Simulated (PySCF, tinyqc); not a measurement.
RHF in the sto-3g basis, for H3-, spin multiplicity 1, step by step. The basis has no diffuse functions, so it cannot describe the extra electron: this is an exercise in the method, not the real anion. The lowest restricted solution is unstable here: a spin-polarised one lies 0.1418 hartree lower (PySCF). One step of it, computed by the program tinyqc.

Problem. Orthogonalisation. S = U s U^T; canonical form X = U s^(-1/2), so that X^T S X = 1. Each column of U has its largest component positive (the first on a tie).

overlap S:
```
          1H 1s     2H 1s     3H 1s
1H 1s  1.000000  0.361033  0.318001
2H 1s  0.361033  1.000000  0.317799
3H 1s  0.318001  0.317799  1.000000
```

Give: eigenvalues of S; X.

Solution.

eigenvalues of S: 0.639  0.696  1.665

X:
```
            1       2      3
1H 1s   0.886  -0.473  0.454
2H 1s  -0.884  -0.476  0.454
3H 1s  -0.002   0.993  0.434
```
